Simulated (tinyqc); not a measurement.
Hot electrons in a saturated n-channel MOSFET, lucky-electron model: two steps of the calculation.

Beyond pinch-off the lateral field grows as Esat cosh(y/l) over the velocity-saturated region (pseudo-two-dimensional model). Impact ionisation in this region gives the substrate current, which biases the body forward through Rsub. Currents are per width. Local-field laws: they overstate ionisation when the field peak is narrower than an energy relaxation length.

Inputs (values chosen for the exercise); values close to those of silicon n-channel devices:
```
symbol   value     unit                                   meaning
L          0.8       um                            channel length
tox         20       nm                           oxide thickness
VT        0.63        V                                 threshold
vs       7.8e6     cm/s                       saturation velocity
Ai         2e6     1/cm                      ionisation prefactor
Bi        1.85    MV/cm                          ionisation field
Rd         400   ohm um     resistance of the lightly doped drain
Rsub      2300   ohm um                      substrate resistance
kb        0.43           fall of VT per volt of forward body bias
lm         8.7       nm               hot-electron mean free path
pb         3.2        V                             oxide barrier
Cg      0.0034                      prefactor of the gate current
m          2.8                                  lifetime exponent
Hl       49000  s uA/um                         lifetime constant
Vd         3.8        V                             drain voltage
Vg         2.2        V                              gate voltage
```

Constants: eps0 = 8.8541878128e-14 F/cm where lengths are in cm. Results are converted to the units shown.

Question 1. Body bias from the substrate current. Cox = 3.9 eps0/tox. Overdrive g = Vg - VT + kb Vb; Vdsat = g Esat L/(g + Esat L); Id = Cox vs (g - Vdsat); dV = Vd - Id Rd - Vdsat; Em = sqrt((dV/l)^2 + Esat^2); Isub = Id (Ai/Bi) l Em exp(-Bi/Em). Vb(new) = Rsub Isub.

Vb at the start = 0 V
l = 122.47449 nm
Esat = 0.043333333 MV/cm

Find: Vdsat; Id; dV; Em; Isub; Vb after iteration 1.

Answer 1.

Vdsat = 1.0806 V
Id = 65.907 uA/um
dV = 2.6930 V
Em = 0.22411 MV/cm
Isub = 0.050854 uA/um
Vb after iteration 1 = 1.1696e-4 V

Question 2. Gate current, lifetime and channel shortening. Ig = Cg Id exp(-pb/(lm Em)); lifetime tau = (Hl/Id)(Isub/Id)^(-m); length of the saturated region dL = l ln[(dV/l + Em)/Esat]. 1 year = 3.15576e7 s.

Id = 65.910943 uA/um
dV = 2.6930029 V
Em = 0.22411205 MV/cm
Isub = 0.050852555 uA/um
l = 122.47449 nm
Esat = 0.043333333 MV/cm

Give: Isub/Id; Ig; tau; dL.

Answer 2.

Isub/Id = 7.715e-4
Ig = 0.01670 pA/um
tau = 1.223e4 years
dL = 285.0 nm

The lifetime exceeds ten years.

tinyqc, about 0.01 s, one thread, Intel Xeon 2.30GHz (shared host): `OMP_NUM_THREADS=1 python tinyqc.py 2550037 2550038 out.jsonl`
